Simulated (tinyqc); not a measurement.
# Phonon and roughness prefactors from two fields

Problem. At 300 K and high field 1/mu = E^(1/3)/Ap + E^gs/As, E in MV/cm. Find Ap and As.

Inputs (values chosen for the exercise): exponent of the roughness term gs = 1.

mu at E = 0.48 and 1.22 MV/cm (cm^2/(V s)): 133.77855  87.849335

Solution. Two linear equations in 1/Ap and 1/As.

Ap = 121.0 cm^2/(V s)
As = 478.0 cm^2/(V s)

Program tinyqc, `OMP_NUM_THREADS=1 python tinyqc.py 2510025 2510026 out.jsonl`; Intel Xeon 2.30GHz, shared host, one thread, about 0.01 s.
